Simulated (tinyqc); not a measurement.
## Short-channel transistor, virtual-source model with series resistance: effect of the channel length on the on and off currents

The current per gate width is the charge at the top of the source barrier (the virtual source) times its velocity times a saturation function; al and be are fitting constants of the model. Units: I in uA/um, Rs in ohm um, so I Rs = 1e-6 I Rs in volts; Q in uC/cm^2, so I = 1e-4 Q vx0 Fsat with vx0 in cm/s.

Intrinsic voltages Vg' = Vgs - I Rs, Vd' = Vds - 2 I Rs. n = n0 + nd Vd', VT = VT0 - dl Vd', Ff = 1/(1 + exp((Vg' - VT + al Vt/2)/(al Vt))), Q = Cinv n Vt ln(1 + exp((Vg' - VT + al Vt Ff)/(n Vt))), Vdsat = (vx0 L/mu)(1 - Ff) + Vt Ff, Fsat = u/(1 + u^be)^(1/be) with u = Vd'/Vdsat, and I = Q vx0 Fsat per width. I is solved self-consistently. Ion is I at Vgs = Vds = 0.6 V, Ioff at Vgs = 0, Vds = 0.6 V, and Rlin = Vds/I at Vgs = 0.6 V, Vds = 0.05 V. mu, vx0, VT0, dl and n0 are held fixed.

Values chosen for this exercise: temperature T = 250 K; inversion capacitance Cinv = 3.57 uF/cm^2; velocity at the virtual source vx0 = 5.19e6 cm/s; apparent mobility mu = 1200 cm^2/(V s); threshold at zero drain voltage VT0 = 0.39 V; drain-induced barrier lowering dl = 0.194 V/V; subthreshold factor n0 = 1.57; growth of n with drain voltage nd = 0.05 1/V; threshold shift (in units of Vt) from weak to strong inversion al = 3.5; sharpness of saturation be = 2; series resistance of each contact Rs = 70 ohm um.

Constants: q = 1.602176634e-19 C, kB = 1.380649e-23 J/K, Vt = kB T/q. Results are converted to the units shown.

Effect of the channel length on the on and off currents:
```
L (nm)	Ion (uA/um)	Ioff (nA/um)	log10(Ion/Ioff)	Rlin (ohm um)
10	514.31	184.98	3.4441	166.07
15	514.29	184.98	3.4441	173.01
24	514.24	184.98	3.4441	184.55
36	514.14	184.97	3.4440	198.88
55	513.89	184.97	3.4438	220.29
85	513.29	184.96	3.4433	252.54
130	511.92	184.95	3.4421	299.38
200	508.71	184.94	3.4394	370.89
```

As L goes from 10 to 200 nm, Ion falls from 514 to 509 uA/um, Ioff stays near 185 nA/um and Rlin rises from 166 to 371 ohm um. Ion changes by a factor of 0.989 and Ioff by 1.00. Below threshold Vdsat is near Vt, so L and mu hardly reach the off current. At L = 200 nm the channel is long for this model, whose fixed vx0 belongs to short devices.

tinyqc, about 0.01 s, one thread, Intel Xeon 2.30GHz (shared host): `OMP_NUM_THREADS=1 python tinyqc.py 2380059 2380060 out.jsonl`
